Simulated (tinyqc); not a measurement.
Band filling: full bands against the rectangular model: Slater-Koster d bands of a bcc metal.

Slater-Koster d bands. For a bond with direction cosines (l, m, n) the 5 x 5 block is dds Ps + ddp Pp + ddd (1 - Ps - Pp), the projectors on sigma, pi and delta states about the bond; for instance <xy|xy> = 3 l^2 m^2 dds + (l^2 + m^2 - 4 l^2 m^2) ddp + (n^2 + l^2 m^2) ddd, <xy|yz> = 3 l m^2 n dds + l n (1 - 4 m^2) ddp + l n (m^2 - 1) ddd and <3z2-r2|3z2-r2> = (n^2 - (l^2 + m^2)/2)^2 dds + 3 n^2 (l^2 + m^2) ddp + (3/4)(l^2 + m^2)^2 ddd. H(k) sums the blocks times cos(k.R) over the neighbours; the d level is the zero of energy; k in 2 pi/a.

Neighbours: eight at (a/2)(1,1,1) and equivalents, and six at a(1,0,0) and equivalents with the integrals times f2.

Mesh: k = f1 b1 + f2 b2 + f3 b3 with fractions (j + 1/2)/N, j = 0 to N - 1, and b = (-1,1,1), (1,-1,1), (1,1,-1) for fcc, (0,1,1), (1,0,1), (1,1,0) for bcc, unit vectors for simple cubic. The lowest Nd/10 of all levels are filled with two electrons each; the bond energy is their sum per atom.

Inputs chosen for the exercise (of the size met in W; not measured data):

| symbol | value | unit | meaning |
|---|---|---|---|
| dds | -1.559 | eV | dd sigma |
| ddp | 0.842 | eV | dd pi |
| ddd | -0.125 | eV | dd delta |
| f2 | 0.487 |  | factor on all three integrals for second neighbours |
| N | 10 |  | mesh |

W = sqrt(12 mu2) with mu2 the mean square level on the mesh; rectangular model: Fermi level W (Nd/10 - 1/2), bond energy -W Nd (10 - Nd)/20. The Fermi level of the mesh is the highest filled level.

Per atom (eV):

| Nd | EF, bands | bond energy, bands | EF, rectangle | bond energy, rectangle |
|---|---|---|---|---|
| 1 | -3.680 | -4.206 | -3.747 | -4.215 |
| 2 | -3.002 | -7.524 | -2.810 | -7.494 |
| 3 | -2.242 | -10.177 | -1.873 | -9.835 |
| 4 | -0.921 | -11.983 | -0.937 | -11.240 |
| 5 | 0.809 | -11.827 | 0.000 | -11.709 |
| 6 | 1.474 | -10.638 | 0.937 | -11.240 |
| 7 | 1.877 | -8.936 | 1.873 | -9.835 |
| 8 | 2.304 | -6.882 | 2.810 | -7.494 |
| 9 | 3.400 | -4.073 | 3.747 | -4.215 |

W = 9.367 eV
full width on the mesh = 11.035 eV

What does the comparison show, and why?

The bond energy is deepest at Nd = 4 (-11.983 eV); the rectangle has its minimum at 5. The two differ most at Nd = 7, by 0.899 eV or 8 % of the deepest value: the second moment fixes the parabola, and higher moments the rest. At Nd = 3 and 7 the bands give -10.177 and -8.936 eV, a skew towards less than half filling.

(tinyqc, `OMP_NUM_THREADS=1 python tinyqc.py 1452498 1452499 out.jsonl`, Intel(R) Xeon(R) Processor @ 2.30GHz, 1 thread, shared host, about 0.03 s.)
